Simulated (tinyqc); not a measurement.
Chip with leakage that grows with temperature, electro-thermal loop and runaway: two steps of the calculation.

One temperature T for the device, T = T0 + Rth P(T), with P(T) = Pd + Pl (T/300 K)^2 exp[(q Ea/kB)(1/(300 K) - 1/T)]. The loop gain is Rth dP/dT; a solution is thermally stable when it is below one.

Inputs (values chosen for the exercise):
- T0 = 360 K (ambient temperature)
- Pd = 33 W (temperature-independent switching power)
- Pl = 0.0754 W (leakage power at 300 K)
- Ea = 0.41 eV (activation energy of the leakage)
- Rth = 0.89 K/W (thermal resistance)

Constants: q = 1.602176634e-19 C, kB = 1.380649e-23 J/K. Results are converted to the units shown.

Problem 1. Temperature by substitution. P(T) = Pd + Pl (T/300 K)^2 exp[(q Ea/kB)(1/(300 K) - 1/T)]; T(new) = T0 + Rth P(T).

T after iteration 1 = 390.72854 K

Find: P; T after iteration 2.

Solution 1.

P = 38.08 W
T after iteration 2 = 393.9 K

Problem 2. Loop gain and effective thermal resistance. P(T) = Pd + Pl (T/300 K)^2 exp[(q Ea/kB)(1/(300 K) - 1/T)]; P'(T) = (P - Pd)(2/T + q Ea/(kB T^2)); G = Rth P'. A small change of T0 changes T by 1/(1 - G) times as much.

converged T = 394.56409 K

Give: P; G; dT/dT0.

Solution 2.

P = 38.84 W
G = 0.1851
dT/dT0 = 1.227

The feedback is positive: heating raises the power. A second, unstable solution lies at 503.0 K; above it the temperature runs away.

Computed by the program tinyqc: `OMP_NUM_THREADS=1 python tinyqc.py 2520132 2520133 out.jsonl`, one thread of a shared Intel Xeon 2.30GHz, about 0.01 s for the whole run.
